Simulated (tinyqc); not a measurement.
Abrupt p-n junction, non-linear Poisson equation by Newton steps: one step of the calculation.

One dimension, p side on the left, n side on the right; net doping C = -Na for x < 0 and +Nd for x > 0. The potential psi is counted from the intrinsic level, and the quasi-Fermi potentials are flat: 0 for holes and -V for electrons, so n = ni exp((psi + V)/Vt) and p = ni exp(-psi/Vt) (Boltzmann statistics, full ionisation, no current). Under reverse bias this makes the minority densities vanishingly small everywhere; they play no part in the charge.

Question. Densities, residual and Jacobian diagonal. n_i = ni exp((psi_i + V)/Vt), p_i = ni exp(-psi_i/Vt), rho_i = p_i - n_i + C_i, g_i = (n_i + p_i)/Vt. Box widths w_i = (h_(i-1) + h_i)/2 in cm. Residual F_i = a_i (psi_(i+1) - psi_i) - a_(i-1) (psi_i - psi_(i-1)) + q rho_i w_i; Jacobian: a_(i-1) and a_i beside the diagonal, b_i = -a_(i-1) - a_i - q g_i w_i on it. The two end nodes are fixed.

Values chosen for this exercise:
```
symbol,value,unit,meaning
T,325,K,temperature
V,-1.9,V,bias of the p side against the n side
```

Constants: q = 1.602176634e-19 C, kB = 1.380649e-23 J/K, Vt = kB T/q. Results are converted to the units shown.

```
node  x (nm)  psi after iteration 1 (V)  net doping C (cm^-3)
0        -37                 -0.5705814               -1.3e18
1      -30.2                 -0.5790148               -1.3e18
2        -24                 -0.5526619               -1.3e18
3      -18.5                 -0.5204420               -1.3e18
4      -13.6                 -0.4876407               -1.3e18
5      -9.14                 -0.4551793               -1.3e18
6      -5.17                 -0.4242152               -1.3e18
7       -1.6                 -0.3943469               -1.3e18
8        1.6                 -0.3652206                7.3e16
9       7.88                 -0.3035868                7.3e16
10      20.2                 -0.1024158                7.3e16
11      44.3                  0.1202109                7.3e16
12      91.6                  0.4900494                7.3e16
13       184                  1.1795116                7.3e16
14       366                  2.3899326                7.3e16
```

coupling a_i, interval 0 to 13 (F/cm^2): 1.0351587e-6  1.1353354e-6  1.2798326e-6  1.4365468e-6  1.5782689e-6  1.7730678e-6  1.9717309e-6  2.1997123e-6  1.1208725e-6  5.7135384e-7  2.9207798e-7  1.4881774e-7  7.6180512e-8  3.8676260e-8
ni = 1.8447293e9 cm^-3

Give: n; p; residual F; diagonal b.

Answer.

```
node  n (cm^-3)  p (cm^-3)
0     9.007e-30   1.300e18
1     6.665e-30   1.757e18
2     1.708e-29   6.856e17
3     5.397e-29   2.170e17
4     1.741e-28   6.726e16
5     5.548e-28   2.111e16
6     1.676e-27   6.986e15
7     4.869e-27   2.405e15
8     1.378e-26   8.500e14
9     1.244e-25   9.411e13
10    1.639e-22   7.147e10
11    4.642e-19    2.522e7
12    2.522e-13      46.42
13      0.01240  9.446e-10
14     7.300e16  1.604e-28
```

```
node  residual F (1e-7 C/cm^2)  diagonal b (F/cm^2)
1                        0.862            -8.703e-6
2                       -0.463            -4.710e-6
3                       -0.843            -3.362e-6
4                       -0.883            -3.195e-6
5                       -0.827            -3.402e-6
6                       -0.741            -3.760e-6
7                       -0.652            -4.176e-6
8                        0.106            -3.323e-6
9                        0.567            -1.693e-6
10                      -0.286            -8.634e-7
11                       0.318            -4.409e-7
12                       0.792            -2.250e-7
13                       1.548            -1.149e-7
```

tinyqc, about 0.03 s, one thread, Intel Xeon 2.30GHz (shared host): `OMP_NUM_THREADS=1 python tinyqc.py 2000115 2000116 out.jsonl`
